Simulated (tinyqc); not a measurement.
Inside a calculation (part 3 of 3). Method: ROHF in the 3-21g basis, for H3, spin multiplicity 2. Computed by tinyqc, a small Python program that keeps every step (integrals from PySCF). Command: `OMP_NUM_THREADS=1 python tinyqc.py 30749 30750 out.jsonl` (the two numbers bound the seeds that draw the settings). One thread of a shared host (Intel(R) Xeon(R) Processor @ 2.60GHz), about 0.07 s of CPU time with the checks.

Geometry (angstrom):
```
atom         x         y         z
H     0.000000  0.000000  0.000000
H     0.000000  0.000000  0.877000
H     0.000000  0.788000  0.383000
```

## Convergence

Stop when the energy changes by less than 1e-08 hartree and every element of the error matrix X^T (F D S - S D F) X is below 3e-05.

Course of the cycle:
```
iteration  E (hartree)     change  largest element of the error matrix
1           2.59182983          -                             2.63e-01
2          -1.45893548  -4.05e+00                             6.90e-02
3          -1.46969314  -1.08e-02                             8.97e-03
4          -1.46989788  -2.05e-04                             1.53e-03
5          -1.46990487  -6.98e-06                             3.79e-04
6          -1.46990530  -4.38e-07                             1.06e-04
7          -1.46990543  -1.26e-07                             7.04e-05
8          -1.46990553  -1.02e-07                             6.17e-05
9          -1.46990563  -9.37e-08                             5.95e-05
10         -1.46990571  -8.68e-08                             5.74e-05
11         -1.46990579  -8.05e-08                             5.52e-05
12         -1.46990587  -7.47e-08                             5.32e-05
13         -1.46990594  -6.93e-08                             5.12e-05
14         -1.46990600  -6.43e-08                             4.93e-05
...                ...        ...                                  ...
26         -1.46990649  -2.60e-08                             3.14e-05
27         -1.46990651  -2.41e-08                             3.02e-05
28         -1.46990654  -2.23e-08                             2.91e-05
29         -1.46990656  -2.07e-08                             2.80e-05
30         -1.46990658  -1.92e-08                             2.69e-05
31         -1.46990659  -1.78e-08                             2.59e-05
32         -1.46990661  -1.65e-08                             2.50e-05
33         -1.46990663  -1.53e-08                             2.40e-05
34         -1.46990664  -1.42e-08                             2.32e-05
35         -1.46990665  -1.31e-08                             2.23e-05
36         -1.46990666  -1.22e-08                             2.15e-05
37         -1.46990668  -1.13e-08                             2.07e-05
38         -1.46990669  -1.04e-08                             1.99e-05
39         -1.46990670  -9.68e-09                             1.91e-05
```

PySCF ROHF in the same basis = -1.46990682 hartree

Converged in 39 iterations.

## Populations, bond orders and dipole

D(alpha) after iteration 39:
```
          1H 1s     1H 2s      2H 1s      2H 2s      3H 1s      3H 2s
1H 1s  0.078542  0.059583   0.067933   0.041203   0.070908   0.054835
1H 2s  0.059583  0.045860   0.045349   0.001045   0.059554   0.070800
2H 1s  0.067933  0.045349   0.116674   0.318546   0.007368  -0.226026
2H 2s  0.041203  0.001045   0.318546   1.403549  -0.226390  -1.306986
3H 1s  0.070908  0.059554   0.007368  -0.226390   0.114292   0.304285
3H 2s  0.054835  0.070800  -0.226026  -1.306986   0.304285   1.329397
```

D(beta) after iteration 39:
```
          1H 1s     1H 2s     2H 1s     2H 2s     3H 1s     3H 2s
1H 1s  0.078519  0.059442  0.069068  0.046833  0.069811  0.049365
1H 2s  0.059442  0.045000  0.052287  0.035455  0.052849  0.037371
2H 1s  0.069068  0.052287  0.060755  0.041196  0.061408  0.043423
2H 2s  0.046833  0.035455  0.041196  0.027934  0.041639  0.029444
3H 1s  0.069811  0.052849  0.061408  0.041639  0.062068  0.043890
3H 2s  0.049365  0.037371  0.043423  0.029444  0.043890  0.031035
```

overlap S:
```
          1H 1s     1H 2s     2H 1s     2H 2s     3H 1s     3H 2s
1H 1s  1.000000  0.645899  0.285760  0.426344  0.286426  0.426688
1H 2s  0.645899  1.000000  0.426344  0.777572  0.426688  0.777953
2H 1s  0.285760  0.426344  1.000000  0.645899  0.246259  0.404842
2H 2s  0.426344  0.777572  0.645899  1.000000  0.404842  0.753572
3H 1s  0.286426  0.426688  0.246259  0.404842  1.000000  0.645899
3H 2s  0.426688  0.777953  0.404842  0.753572  0.645899  1.000000
```

Mulliken: Z minus the diagonal of D S on the atom; Loewdin: the same with S^(1/2) D S^(1/2); Mayer order: 2 sum_s sum (D(s) S)_ij (D(s) S)_ji over the two atoms.

Charges (e):
```
atom   Mulliken    Loewdin  Mulliken spin
1H     0.234753   0.260979       0.000143
2H    -0.125814  -0.140295       0.519376
3H    -0.108940  -0.120685       0.480481
```

Mayer bond orders:
```
pair     order
2-1   0.447410
3-1   0.497358
3-2   0.106588
```

dipole moment about the origin, x y z (debye): 0.000000  -0.418808  -0.747138
